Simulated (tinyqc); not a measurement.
Inside a calculation. Method: plane-wave Kohn-Sham cycle with exchange-only LDA in a layered model solid. Computed by tinyqc, a small Python program that keeps every step. Settings: points = 16, plane-wave index or count = 2, electrons = 4, k points = 1, area = 34.0, mixing = 0.5, iteration cap = 62, Pulay depth = 3. Command: `OMP_NUM_THREADS=1 python tinyqc.py 24336 24337 out.jsonl` (the two numbers bound the seeds that draw the settings). One thread of a shared host (Intel(R) Xeon(R) Processor @ 2.60GHz), about 0.02 s of CPU time with the checks.

A solid whose potential varies along x alone (atomic units):
```
parameter,value
period a,16.200000
cross-section of the cell,34.000000
electrons per cell,4
grid points,16
"plane waves -n..n, n",2
k points,1
V1 in V1 cos(2 pi x/a),-0.240000
```

Stop when sqrt(dV sum R^2) is below 1e-8, dV = a A/N.

Course of the cycle:
```
iteration,E (hartree),norm of the residual
1,-0.82435563,1.43e-01
2,-0.66820814,1.68e-01
3,-0.55590300,7.44e-02
4,-0.64953654,1.08e-01
5,-0.57410104,1.22e-01
6,-0.56508352,1.14e-01
7,-0.54663775,8.60e-02
8,-0.51239739,4.48e-02
9,-0.52770425,7.00e-02
10,-0.54689667,1.20e-01
11,-0.54813384,8.90e-02
...,...,...
52,-0.51926625,6.62e-02
53,-0.54638809,8.75e-02
54,-0.51401828,4.90e-02
55,-0.52365723,8.86e-02
56,-0.52254311,5.59e-02
57,-0.51707452,8.00e-02
58,-0.51490581,8.19e-02
59,-0.52072945,7.93e-02
60,-0.52555729,8.85e-02
61,-0.58686738,9.35e-02
62,-0.54506518,8.93e-02
```

Can the last value be used, and what does the course show?

Not by the stop rule. Not converged within 62 iterations: the residual wanders without falling. At the k point shown the highest filled and lowest empty bands lie only 0.0188 hartree apart, so integer filling is fragile. Reruns (cap 100 unless said): mixing 0.1: not converged; mixing 0.5, Kerker q0 1.0: not converged; mixing 0.3, Pulay depth 5: not converged; the original settings with a cap of 400: not converged.
